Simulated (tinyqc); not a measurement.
Two-dimensional electron gas with Rashba and Dresselhaus coupling, step by step. Values are carried at full precision from step to step, so a last printed digit may differ when a step is redone from the rounded ones.

H = c k^2/m + al (ky sx - kx sy) + b1 (kx sx - ky sy) + gam kx ky (kx sy - ky sx), s the Pauli matrices, x = [100], c = hbar^2/2m0, b1 = gam (pi/L)^2 (hard walls). H = c k^2/m + B.s, so E = c k^2/m -/+ |B| and the lower state has its spin along -B.

Constants: hbar^2/2m0 = 3.80998211 eV angstrom^2; hbar = 6.58211957e-16 eV s.

Inputs chosen for the exercise (of the size met in InAs; the results hold for these values, not for the real material): m = 0.025 m0 (mass); al = 0.29 eV angstrom (Rashba constant); gam = 24.8 eV angstrom^3 (bulk Dresselhaus constant); L = 249 angstrom (width of the (001) well); n = 6.5 1e11/cm^2 (sheet density (one subband filled)); phi = 110 degrees (angle of k from [100]).

## Scales

b1; mean Fermi wave vector k0 = sqrt(2 pi n) (1e11/cm^2 = 1e-5/angstrom^2); E0 = c k0^2/m; b3 = gam k0^2/4; kR = al m/(2c) and ER = al kR/2, the shift and depth of a pure Rashba band.

b1 = 0.003948 eV angstrom
k0 = 0.02021 1/angstrom
E0 = 62.241 meV
b3 = 0.002532 eV angstrom
kR = 0.0009514 1/angstrom
ER = 0.1380 meV

The ratio al/(b1 - b3) is 204.85; kR is 4.7 % of k0.

## Spin-orbit field at one point of the Fermi circle

k = k0 (cos phi, sin phi). Form B, the splitting 2|B| and the direction of the lower spin, atan2(-By, -Bx).

Bx, By (meV): 5.5417  1.9520

splitting = 11.7509 meV
direction of the lower spin = -160.6 degrees

## The matrix

H = [[E0, Bx - i By], [Bx + i By, E0]] in meV; diagonalise. Precession period h/(2|B|) = 2 pi hbar/(splitting).

H (meV):
```
                  up            down
up           62.2409  5.5417-1.9520i
down  5.5417+1.9520i         62.2409
```

levels (meV): 56.3655  68.1164

period = 0.352 ps

## The two wave vectors at the energy E0 along this direction

Solve c k^2/m -/+ |B(k)| = E0. The spin turns by (k_outer - k_inner) per length, so a half turn takes pi/(difference).

k (1/angstrom): outer 0.021187, inner 0.019279

difference = 0.001908 1/angstrom
length of a half turn = 164.7 nm

For linear terms alone the difference is (m/c)|B|/k, whatever the energy: every electron along this direction turns alike, the basis of the spin transistor. The cubic term makes it depend on density.

## Checks

- Difference of the Fermi wave vectors without Dresselhaus terms against al m/c: both 0.0019029.

(tinyqc, `OMP_NUM_THREADS=1 python tinyqc.py 1482835 1482836 out.jsonl`, Intel(R) Xeon(R) Processor @ 2.30GHz, 1 thread, shared host, about 0.01 s.)
